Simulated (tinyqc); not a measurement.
Worked calculation: empirical pseudopotential in a few plane waves. One step of it, computed by the program tinyqc.

Task: Bloch Hamiltonian at G. Basis: the 15 shortest G (labels in 2 pi/a), the same at every k. H(G,G') = c |k + G|^2 delta + VS(|G-G'|^2) cos((G-G').tau) + i VA sin((G-G').tau), tau = a/8 (1,1,1); 1 Ry = 13.605693 eV.

Parameters chosen for this model: fcc lattice, atoms at +/- a/8 (1,1,1); form factors in rydberg at |G|^2 in units of (2 pi/a)^2:
```
parameter                 value      unit
a                      5.270000  angstrom
VS(3)                 -0.210000        Ry
VS(8)                  0.021000        Ry
VS(11)                 0.048000        Ry
VA(3)                  0.104000        Ry
VA(4)                  0.044000        Ry
VA(11)                 0.010000        Ry
hbar^2/2m (2 pi/a)^2   5.415785        eV
```

k point G (2 pi / a): 0  0  0

Give: H(k) at G.

Result:

H(k) at G (eV), lower triangle (Hermitian):
```
                 +0+0+0           -1-1-1           -1-1+1           -1+1-1
+0+0+0           0.0000
-1-1-1   2.0203-1.0006i          16.2474
-1-1+1  -2.0203-1.0006i   0.0000+0.5987i          16.2474
-1+1-1  -2.0203-1.0006i   0.0000+0.5987i           0.2857          16.2474
-1+1+1  -2.0203+1.0006i          -0.2857   0.0000+0.5987i   0.0000+0.5987i
+1-1-1  -2.0203-1.0006i   0.0000+0.5987i           0.2857           0.2857
+1-1+1  -2.0203+1.0006i          -0.2857   0.0000+0.5987i           0.0000
+1+1-1  -2.0203+1.0006i          -0.2857           0.0000   0.0000+0.5987i
+1+1+1   2.0203+1.0006i           0.0000          -0.2857          -0.2857
-2+0+0   0.0000-0.5987i  -2.0203+1.0006i  -2.0203-1.0006i  -2.0203-1.0006i
+0-2+0   0.0000-0.5987i  -2.0203+1.0006i  -2.0203-1.0006i   0.4618-0.0962i
+0+0-2   0.0000-0.5987i  -2.0203+1.0006i   0.4618-0.0962i  -2.0203-1.0006i
+0+0+2   0.0000+0.5987i  -0.4618-0.0962i   2.0203+1.0006i  -0.4618+0.0962i
+0+2+0   0.0000+0.5987i  -0.4618-0.0962i  -0.4618+0.0962i   2.0203+1.0006i
+2+0+0   0.0000+0.5987i  -0.4618-0.0962i  -0.4618+0.0962i  -0.4618+0.0962i

                 -1+1+1           +1-1-1           +1-1+1           +1+1-1
-1+1+1          16.2474
+1-1-1           0.0000          16.2474
+1-1+1           0.2857   0.0000+0.5987i          16.2474
+1+1-1           0.2857   0.0000+0.5987i           0.2857          16.2474
+1+1+1   0.0000+0.5987i          -0.2857   0.0000+0.5987i   0.0000+0.5987i
-2+0+0   2.0203-1.0006i   0.4618-0.0962i  -0.4618-0.0962i  -0.4618-0.0962i
+0-2+0  -0.4618-0.0962i  -2.0203-1.0006i   2.0203-1.0006i  -0.4618-0.0962i
+0+0-2  -0.4618-0.0962i  -2.0203-1.0006i  -0.4618-0.0962i   2.0203-1.0006i
+0+0+2  -2.0203+1.0006i  -0.4618+0.0962i  -2.0203+1.0006i   0.4618+0.0962i
+0+2+0  -2.0203+1.0006i  -0.4618+0.0962i   0.4618+0.0962i  -2.0203+1.0006i
+2+0+0   0.4618+0.0962i   2.0203+1.0006i  -2.0203+1.0006i  -2.0203+1.0006i

                 +1+1+1   -2+0+0   +0-2+0   +0+0-2
+1+1+1          16.2474
-2+0+0  -0.4618+0.0962i  21.6631
+0-2+0  -0.4618+0.0962i   0.2857  21.6631
+0+0-2  -0.4618+0.0962i   0.2857   0.2857  21.6631
+0+0+2  -2.0203-1.0006i  -0.2857  -0.2857   0.0000
+0+2+0  -2.0203-1.0006i  -0.2857   0.0000  -0.2857
+2+0+0  -2.0203-1.0006i   0.0000  -0.2857  -0.2857

         +0+0+2   +0+2+0   +2+0+0
+0+0+2  21.6631
+0+2+0   0.2857  21.6631
+2+0+0   0.2857   0.2857  21.6631
```
